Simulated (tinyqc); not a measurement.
Gate voltage for a given inversion charge.

Inverse problem. p-type body, charge-sheet picture, depletion and inversion only, full ionisation (an idealisation for deep acceptors), Boltzmann statistics (rough once Na exp(x - xn) passes about Nc/7). In units of Vt: xg = (Vg - Vfb)/Vt, x = psi/Vt, G = gamma/sqrt(Vt), xn = (2 phiF + Vc)/Vt. The implicit equation is (xg - x)^2 = G^2 [x - 1 + exp(x - xn)] for x above about 3. Cox = eps0 eox/tox. ni = sqrt(Nc Nv) exp(-Eg/(2 Vt)), Eg in volts; phiF = Vt ln(Na/ni); gamma = sqrt(2 q eps0 eps_r Na)/Cox. N_inv = (Cox Vt G/q) [sqrt(x - 1 + exp(x - xn)) - sqrt(x - 1)]. Find x - xn, psi and Vg.

Inputs (values chosen for the exercise); band and dielectric values close to those of silicon: temperature T = 300 K; band gap Eg = 1.11 eV; relative permittivity eps_r = 11.5; conduction-band density of states at T Nc = 2.75e19 cm^-3; valence-band density of states at T Nv = 2.67e19 cm^-3; relative permittivity of the gate insulator (close to silicon nitride) eox = 7.54; insulator thickness tox = 18 nm; acceptor density Na = 1e16 cm^-3; flat-band voltage Vfb = -0.85 V; channel-body voltage Vc = 1 V.

Constants: q = 1.602176634e-19 C, kB = 1.380649e-23 J/K, Vt = kB T/q, eps0 = 8.8541878128e-14 F/cm where lengths are in cm. Results are converted to the units shown.

N_inv = 1.9e11 cm^-2

Answer. N_inv rises steadily with x, so it fixes x; the implicit equation then gives xg directly.

x - xn = 4.19
psi = 1.81 V
Vg = 1.25 V

Numbers from tinyqc (`OMP_NUM_THREADS=1 python tinyqc.py 2122189 2122190 out.jsonl`; about 0.01 s on one thread of a shared Intel Xeon 2.30GHz).
